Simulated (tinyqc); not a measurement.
Sampled drift against the exact one: kinetic Monte Carlo and master equation for a particle on a ring of sites with traps and bias. Computed by tinyqc, a small Python program. Command: `OMP_NUM_THREADS=1 python tinyqc.py 3008343 3008344 out.jsonl kmc walk`. One thread of a shared host (Intel(R) Xeon(R) Processor @ 2.30GHz), about 0.1 s of CPU time with the checks.

8 sites on a ring, numbered 1 to 8. The saddle between i and i+1 lies at E0 + s b_i and site i at s eps_i; a force F tilts the landscape, with the saddle half-way.

Inputs (values chosen for the exercise, for a model defect):
```
quantity                          value         unit
reference barrier E0               0.54           eV
scale factor s of the disorder        1            -
attempt frequency nu                3.8          THz
temperature T                       500            K
site spacing a                      2.4     angstrom
force F along the ring          0.00029  eV/angstrom
seed of the random numbers       911864            -
```

Disorder: both.

site energies eps_i (eV): -0.11  -0.13  -0.071  0  -0.085  0  0  0

saddle shifts b_i between sites i and i+1 (eV): -0.0042  0.042  -0.0029  0.046  -0.002  0.043  -0.063  -0.06

Constants: k_B = 8.617333262e-05 eV/K.

Method:
- Rates: k(i to i+1) = nu exp(-(E0 + s b_i - s eps_i - F a/2)/(k_B T)), k(i to i-1) = nu exp(-(E0 + s b_(i-1) - s eps_i + F a/2)/(k_B T)).
- Share right = k right/(k right + k left); mean stay = 1/(k right + k left).
- Master equation dP/dt = W P, W_(i+1,i) = k right, W_(i-1,i) = k left, columns summing to zero. The steady state is its null vector; drift v = a sum P_i (k right - k left). D = a^2 lambda''(0)/2, where lambda(q) is the leading eigenvalue of W with right hops weighted by exp(q) and left hops by exp(-q).
- The slowest relaxation rate is minus the real part of the next eigenvalue of W. 1 angstrom = 1e-8 cm.
- 400 independent walkers start on sites drawn with weights P_i (k right + k left), the steady shares of hops (random numbers not printed); the estimate is total displacement over total time, with its standard error from the spread between walkers.

occupations P_i: 0.259120  0.414717  0.104065  0.020144  0.142490  0.019924  0.019636  0.019904

drift velocity v = 5.88530e-04 cm/s

Drift from sampling:
```
hops per walker  estimate (cm/s)  standard error (cm/s)  deviation in standard errors
10                     0.0010302              0.0021265                        0.2077
30                     0.0016681              0.0010597                        1.0187
100                    0.0010032              0.0005706                        0.7267
300                    0.0008788              0.0003142                        0.9237
1000                   0.0005409              0.0001764                       -0.2701
3000                   0.0006621              0.0000989                        0.7442
```

The exact drift is 5.885e-4 cm/s. The standard error falls by a factor 3.24 from 100 to 1000 hops (sqrt10 = 3.16), and in the last row it is 17 % of the drift: a weak force is hard to see under thermal hops, which is why such runs use the Einstein relation instead.

Extremes, crossings and ranges named in words are read from the listed rows.
